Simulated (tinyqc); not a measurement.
One anharmonic mode: perturbation theory, self-consistent phonons and exact levels: one step, computed by the program tinyqc. Command: `OMP_NUM_THREADS=1 python tinyqc.py 3004224 3004225 out.jsonl scp walk`. One thread of a shared host (Intel(R) Xeon(R) Processor @ 2.30GHz), about 0.03 s of CPU time with the checks.

V(x) = k x^2/2 + b x^4 for one coordinate x of mass M. A constant K > 0 gives hbar Omega = sqrt((hbar^2/u) K/M) with K in eV/angstrom^2 and M in u.

Task: Hamiltonian in a small basis. Basis: oscillator states n of the constant |k|, with x = s (a + a+), s^2 = hbar Omega/(2|k|); H = hbar Omega (n + 1/2) + (k - |k|) x^2/2 + b x^4, with exact matrix elements of x^2 and x^4.

Inputs (values chosen for the exercise, for a model mode):
```
quantity,value,unit
mode mass M,94.4,u
harmonic constant k,-26.5,eV/angstrom^2
quartic constant b,3610,eV/angstrom^4
basis size N of the small matrix,6,-
```

Shape: double well.

Constants: hbar^2/u = 4.18015928e-03 eV angstrom^2.

Give: H.

Result:

H (meV):
```
,1,2,3,4,5,6
1,4.52,0.00,-11.43,0.00,7.39,0.00
2,0.00,22.62,0.00,-5.01,0.00,16.52
3,-11.43,0.00,58.81,0.00,13.80,0.00
4,0.00,-5.01,0.00,113.11,0.00,44.80
5,7.39,0.00,13.80,0.00,185.49,0.00
6,0.00,16.52,0.00,44.80,0.00,275.98
```
